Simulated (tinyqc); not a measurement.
Decay of LO phonons and the hot-phonon bottleneck in the cooling of electrons. Changing the power supplied per electron P. Computed by tinyqc, a small Python program. Command: `OMP_NUM_THREADS=1 python tinyqc.py 3019285 3019286 out.jsonl hotphonon sweep`. One thread of a shared host (Intel(R) Xeon(R) Processor @ 2.30GHz), about 0.01 s of CPU time with the checks.

n(E, T) = 1/(exp(E/(k_B T)) - 1) is the Bose occupation. Electrons have a temperature T_e; the LO modes within their reach share one occupation N; the decay products stay at the lattice temperature.

Inputs (values chosen for the exercise, modelled on aluminium nitride):

| quantity | value | unit |
|---|---|---|
| LO energy hbar omega | 112 | meV |
| lifetime at T = 0, tau_0 | 1.6 | ps |
| weight b of the three-phonon channel | 0.097 | - |
| lattice temperature T | 250 | K |
| electron mass m* | 0.326 | m_0 |
| eps_inf | 4.6 | - |
| static dielectric constant eps_s | 8.46 | - |
| electron density n | 8.1e+17 | 1/cm^3 |
| density of LO modes that the electrons reach, N_m | 6.1e+18 | 1/cm^3 |

Decay channel: two equal phonons plus a three-phonon channel.

Constants: k_B = 8.617333262e-05 eV/K; c = 299792458 m/s; e^2/(4 pi eps_0) = 14.39964548 eV angstrom; hbar^2/(2 m_0) = 3.80998212 eV angstrom^2; hbar = 6.582119569e-16 eV s; e = 1.602176634e-19 C.

Method:
- Decay rate 1/tau = (1/tau_0) [1 + 2 n_2 + b (1 + 3 n_3 + 3 n_3^2)]/(1 + b), n_2 = n(hbar omega/2), n_3 = n(hbar omega/3).
- Full width Gamma = 1/(2 pi c tau) in 1/cm, c in cm/s.
- Froehlich coupling alpha = (e^2/(4 pi eps_0)) (1/eps_inf - 1/eps_s) k_0/(2 hbar omega), k_0 = sqrt(m* hbar omega/(hbar^2/(2 m_0))); emission time tau_sp = hbar/(2 alpha hbar omega); bottleneck ratio r = (n/N_m) tau/tau_sp.
- Net emission per electron: [(N + 1) x - N]/tau_sp with x = exp(-hbar omega/(k_B T_e)), a simple two-level balance; steady state of the modes: n [(N + 1) x - N]/tau_sp = N_m (N - N_0)/tau; power per electron P = hbar omega [(N + 1) x - N]/tau_sp.
- With p = P tau_sp/(hbar omega): N = N_0 + r p and x = (p + N)/(N + 1); without hot phonons N = N_0. The mode temperature T_LO solves n(hbar omega, T_LO) = N.

One run for each value:

| power supplied per electron P (nW) | electron temperature T_e (K) | T_e without hot phonons (K) | mode temperature T_LO (K) | LO occupation N |
|---|---|---|---|---|
| 1.0 | 311 | 252.2 | 310 | 0.015 |
| 1.9 | 348 | 254.2 | 346 | 0.024 |
| 3.7 | 406 | 258.0 | 404 | 0.042 |
| 7.0 | 490 | 264.5 | 485 | 0.074 |
| 13.0 | 612 | 275.4 | 605 | 0.132 |
| 26.0 | 835 | 295.5 | 822 | 0.259 |
| 49.0 | 1186 | 324.9 | 1158 | 0.483 |
| 94.0 | 1834 | 370.8 | 1768 | 0.921 |
| 180.0 | 3068 | 441.0 | 2887 | 1.759 |

Describe the trends.

Over the rows, electron temperature T_e (K) rises from 311 to 3070 (exponent d ln y / d ln x 0.18 between the first rows and 0.79 between the last); T_e without hot phonons (K) rises from 252 to 441 (exponent d ln y / d ln x 0.012 between the first rows and 0.27 between the last); mode temperature T_LO (K) rises from 310 to 2890 (exponent d ln y / d ln x 0.17 between the first rows and 0.75 between the last).

Caution (all rows): alpha is above 1/2, so hbar/tau_sp exceeds hbar omega and the emission time, a weak-coupling result, is only rough. Caution (rows 49.0, 94.0, 180): at such T_e upper valleys, non-parabolic bands or other phonons can take part.
